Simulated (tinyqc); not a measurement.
One-dimensional ballistic tunnel FET, two-band WKB: effect of the source degeneracy.

A p-type source for x < 0 with its Fermi level at 0 and its valence edge at ds; in the channel the bands fall as D exp(-x/lam) towards their flat values, with the conduction edge at Ec = ds - dP and D = dP + Eg. The gate moves dP one to one. The drain Fermi level lies at -Vd and the drain side reflects nothing. For w = E - Ec between 0 and dP an electron crosses the gap. Two-band dispersion with equal masses m: inside the gap kappa = sqrt(m u (1 - u/Eg)/C), u the distance from a band edge, C = hbar^2/(2 m0).

S(w) = 2 lam int_0^Eg kappa(u) du/(w + Eg - u) = 2 pi lam sqrt(m/(C Eg)) [w + Eg/2 - sqrt(w (w + Eg))], T(w) = exp(-S). I = g (2 q^2/h) int_0^dP T(w) [f(E) - f(E + Vd)] dw, E = ds - dP + w, f(x) = 1/(1 + exp(x/Vt)). Swing = d(dP)/d(log10 I).

Parameters, values chosen for the exercise; band and dielectric values close to those of In0.53Ga0.47As:

| symbol | value | unit | meaning |
|---|---|---|---|
| T | 77 | K | temperature |
| Eg | 0.747 | eV | band gap |
| m | 0.045 | m0 | band-edge mass of the two-band model |
| lam | 3.2 | nm | screening length of the source junction |
| Vd | 0.1 | V | drain bias |
| g | 2 |  | number of degenerate subbands (spin apart) |
| dP | 0.43 | eV | tunnelling window Ev(source) - Ec(channel) |

Constants: q = 1.602176634e-19 C, kB = 1.380649e-23 J/K, hbar = 1.054571817e-34 J s, h = 6.62607015e-34 J s, m0 = 9.1093837015e-31 kg, Vt = kB T/q, hbar^2/(2 m0) = 0.0380998212 eV nm^2. Results are converted to the units shown.

Result of one run:
```
I (uA)  swing (mV/decade)
0.1171              130.7
```

Which source valence edge above the source Fermi level ds gave this result: -0.05, 0.1, 0.15, 0.25 or 0.3 eV?

ds = 0.3 eV.

The whole series:
```
ds (eV)  I (uA)  swing (mV/decade)
-0.05    0.6903              649.4
0         1.196              598.1
0.05      1.029              508.7
0.1      0.8025              420.1
0.15     0.5913              338.0
0.2      0.4019              262.4
0.25     0.2412              193.2
0.3      0.1171              130.7
```

I goes from 0.690 through a maximum of 1.20 (at ds = 0 eV among the rows listed) to 0.117 uA, and the swing falls from 649 to 131 mV/decade. The screening length is held fixed, though doping would change it.

Computed by the program tinyqc: `OMP_NUM_THREADS=1 python tinyqc.py 2620055 2620056 out.jsonl`, one thread of a shared Intel Xeon 2.30GHz, about 0.01 s for the whole run.
